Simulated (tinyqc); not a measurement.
On-chip interconnect, size-dependent resistivity and RC delay: two steps of the calculation.

A rectangular line between two neighbours and two ground planes. Surface and grain-boundary scattering are added to the bulk resistivity as corrections; capacitances are parallel-plate values without fringing; inductance is ignored.

Values chosen for this exercise; metal values close to those of copper:
- rho0 = 1.7 uohm cm (bulk resistivity)
- lam = 40.7 nm (bulk mean free path)
- ps = 0 (specular share of surface scattering)
- Rg = 0.23 (reflection coefficient of grain boundaries)
- gr = 2 (grain size over the metal width)
- wd = 21 nm (drawn line width)
- AR = 1.6 (aspect ratio, height over width)
- tl = 1.1 nm (liner on both walls and the bottom, not conducting)
- sp = 21 nm (space to the neighbouring lines)
- hd = 34 nm (dielectric height to the planes above and below)
- ek = 2.7 (relative permittivity of the dielectric)
- Mf = 0 (Miller factor of the neighbours)
- Rd = 4200 ohm (driver resistance)
- dt = 4.2 ps (time step)

Constants: eps0 = 8.8541878128e-12 F/m. Results are converted to the units shown.

Question 1. Resistivity, resistance and capacitance per length. Metal width x = wd - 2 tl, height y = AR wd - tl; grain boundaries (Mayadas-Shatzkes): al = (lam/(gr x)) Rg/(1 - Rg), g = 1/[1 - 3 al/2 + 3 al^2 - 3 al^3 ln(1 + 1/al)] - 1; surfaces (Fuchs-Sondheimer, thick limit): s = (3/8) lam (1 - ps)(1/x + 1/y); rho = rho0 (1 + g + s); r = rho/(x y); c = eps0 ek (2 wd/hd + 2 Mf AR wd/sp).

Give: x; y; al; g; s; rho; r; c.

Answer 1.

x = 18.800 nm
y = 32.500 nm
al = 0.32333
g = 0.45830
s = 1.2815
rho = 4.6576 uohm cm
r = 76.229 ohm/um
c = 0.029531 fF/um

Question 2. Node voltages after a time step. A 1 V step is applied behind Rd at t = 0. C dv/dt = -G v + b, with G the conductance matrix of the ladder (1/Rs between neighbours, 1/Rd added at node 0) and b = (1 V/Rd, 0, ...). Backward Euler step: (C/dt + G) v(new) = (C/dt) v + b.

Rs = 2286.8625 ohm

| node | C (fF) | v at t = 0 (V) |
|---|---|---|
| 0 | 0.44296981 | 0 |
| 1 | 0.88593962 | 0 |
| 2 | 0.88593962 | 0 |
| 3 | 0.88593962 | 0 |
| 4 | 0.71296981 | 0 |

Find: v at t = 1 dt.

Answer 2.

v at t = 1 dt, node 0 to 4 (V): [0.4269, 0.2178, 0.1137, 0.0645, 0.0465]

Range of the model: The metal width is under the mean free path, where the thick-limit surface term and the simple sum of corrections lose accuracy.

tinyqc, about 0.01 s, one thread, Intel Xeon 2.30GHz (shared host): `OMP_NUM_THREADS=1 python tinyqc.py 2100017 2100018 out.jsonl`
